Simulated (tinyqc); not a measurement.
Switching kinetics of a ferroelectric film and the memory window of a ferroelectric gate stack: one step, computed by the program tinyqc.

Fields in MV/cm; 1 microcoulomb/cm^2 over eps_0 is 11.29409 MV/cm. In the stack (metal, ferroelectric, interlayer, channel) the channel is taken as a conductor.

Question. Memory window. Saturated branches: P(E) = P_s tanh[(E -/+ E_c)/(2 delta)], delta = E_c/ln[(1 + P_r/P_s)/(1 - P_r/P_s)]; D = P + eps_0 eps_F E. At threshold the channel charge is negligible, so D = 0 on each branch: (1 - s) P(E) + eps_0 eps_F E = 0, with the screened share s. The rising branch has the root E0 between 0 and E_c; window = 2 E0 t_F; its upper bound is 2 E_c t_F.

Inputs (values chosen for the exercise, for a model hafnia-based film):
```
quantity,value,unit
saturation polarisation P_s,25,microcoulomb/cm^2
ratio P_r/P_s,0.74,-
coercive field E_c,0.94,MV/cm
permittivity of the ferroelectric eps_F,23,-
thickness t_F,11,nm
share s of P screened by trapped charge,0.69,-
```

delta = 0.4944873 MV/cm

Give: field E0; memory window; bound 2 E_c t_F; fixed-charge estimate 2 (1 - s) P_r t_F/(eps_0 eps_F).

Answer.

field E0 = 0.7441 MV/cm

memory window = 1.637 V

bound 2 E_c t_F = 2.068 V

fixed-charge estimate 2 (1 - s) P_r t_F/(eps_0 eps_F) = 6.196 V

Charge and coercive field both limit the window.
